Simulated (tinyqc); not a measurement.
The decay curve: photoconductance decay in a wafer: bulk and surface recombination modes, and iron detection by pair splitting. Computed by tinyqc, a small Python program. Command: `OMP_NUM_THREADS=1 python tinyqc.py 3110039 3110040 out.jsonl pcd walk`. One thread of a shared host (Intel(R) Xeon(R) Processor @ 2.30GHz), about 0.01 s of CPU time with the checks.

Both faces of the wafer have the same S; injection is low and all coefficients are constant. x runs from -W/2 to W/2.

Inputs (values chosen for the exercise, modelled on p-type silicon): thickness W = 300 micrometre; diffusivity D = 21.7 cm^2/s; bulk lifetime tau_b without iron = 330 microsecond; surface recombination velocity S = 4200 cm/s; absorption coefficient alpha = 22 1/cm.

Method:
- Even modes cos(a x) obey b tan b = S W/(2 D) with b = a W/2, odd modes sin(a x) obey -b cot b = S W/(2 D); each decays at the rate 1/tau_b + D a^2.
- tau_eff is the decay time of the first mode. The surface time is 1/(D a^2) of that mode; shortcuts for it are W/(2 S), W^2/(pi^2 D) and their sum, whose error is sum/surface time - 1.
- Light from one face makes n(x, 0) proportional to exp(-alpha (x + W/2)). Only even modes carry the thickness average: weight c_n = [sin b/b] int n cos(a x) dx / (int cos^2(a x) dx x mean n), with int exp(-alpha (x + W/2)) cos(a x) dx = [alpha cos b (1 - E) + a sin b (1 + E)]/(alpha^2 + a^2), E = exp(-alpha W), and int cos^2 = W/2 + sin(2 b)/(2 a).
- Mean density = sum_n c_n exp(-t/tau_n) over 60 modes; the local decay time is -1/(d ln n/dt).

W^2/(pi^2 D) = 4.20226 microsecond

tau_eff = 7.23826 microsecond

Decay:
```
t / (W^2/(pi^2 D))  t (microsecond)  mean density/start  local decay time (microsecond)
0.02                         0.0840             0.97958                          4.4192
0.05                         0.2101             0.95372                          4.9662
0.10                         0.4202             0.91640                          5.5298
0.20                         0.8405             0.85333                          6.2033
0.50                         2.1011             0.70673                          7.0039
1.00                         4.2023             0.52686                          7.2209
2.00                         8.4045             0.29475                          7.2382
```

What does the comparison show, and why?

The local decay time goes from 4.42 to 7.24 microsecond against tau_eff = 7.24. Early on higher modes speed the decay, so a fit must start late.
